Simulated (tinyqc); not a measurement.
Stillinger-Weber potential for a tetrahedral semiconductor: one step, computed by the program tinyqc. Command: `OMP_NUM_THREADS=1 python tinyqc.py 3010189 3010190 out.jsonl swsi walk`. One thread of a shared host (Intel(R) Xeon(R) Processor @ 2.30GHz), about 0.03 s of CPU time with the checks.

With x = r/sigma: pair term eps A (B x^-4 - 1) exp(1/(x - a)); for each pair of neighbours j, k of atom i, three-body term eps lambda exp(gamma/(x_ij - a) + gamma/(x_ik - a)) (cos theta_jik + 1/3)^2; both vanish beyond x = a. A = 7.049556277, B = 0.6022245584, a = 1.8.

Problem. The diamond lattice. All angles are tetrahedral, so only the pair term acts; its minimum lies at x = 2^(1/6) with depth eps, and second neighbours lie beyond the cut-off. a0 = 4 d/sqrt3; E = -2 eps per atom.

Inputs (values chosen for the exercise, modelled on silicon): energy scale eps = 2.083 eV; length scale sigma = 2.095 angstrom.

Give: bond length d; lattice constant a0; energy per atom.

Solution.

bond length d = 2.3516 angstrom

lattice constant a0 = 5.4307 angstrom

energy per atom = -4.166 eV
